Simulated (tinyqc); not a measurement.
Velocity overshoot from momentum and energy balance equations after a field step: one step, computed by the program tinyqc. Command: `OMP_NUM_THREADS=1 python tinyqc.py 3012119 3012120 out.jsonl overshoot walk`. One thread of a shared host (Intel(R) Xeon(R) Processor @ 2.30GHz), about 0.08 s of CPU time with the checks.

At t = 0 the field jumps from 0 to F in a uniform sample. v is the drift velocity and u = w - (3/2) k_B T the excess energy per carrier.

Task: First four steps. dv/dt = e F/m - v/tau_m(u), du/dt = e F v - u/tau_E, tau_m(u) = tau_0/(1 + c u), tau_0 = m mu_0/e, c = mu_0/(e tau_E v_s^2); this choice gives the steady state v (1 + mu_0 F v/v_s^2) = mu_0 F, which saturates at v_s. Step: v_new = v + dt (e F/m - v/tau_m(u)), u_new = u + dt (e F v - u/tau_E). Start v = u = 0; the distance adds dt (v + v_new)/2.

Inputs (values chosen for the exercise, modelled on electrons in GaN except for tau_E):
```
quantity                      value   unit
energy relaxation time tau_E   0.96     ps
field after the step F          220  kV/cm
lattice temperature T           300      K
time step dt                    1.9     fs
```

Scheme: explicit Euler.

c = 2.864583 1/eV

tau_0 = 125.0839 fs

acceleration e F/m = 0.1934702 1e7 cm/s per fs

Give: Steps.

Result:

Steps:
```
step  t (fs)  v (1e7 cm/s)    u (eV)  tau_m (fs)
1        1.9         0.368  0.000000       125.1
2        3.8         0.730  0.001537       124.5
3        5.7         1.086  0.004583       123.5
4        7.6         1.437  0.009114       121.9
```

After the first step u is still 0, below the drift energy m v^2/2, because the explicit scheme uses the old v: an error of the finite time step. Caution: the excess energy exceeds 0.5 eV, where non-parabolicity, upper valleys and impact ionisation matter.
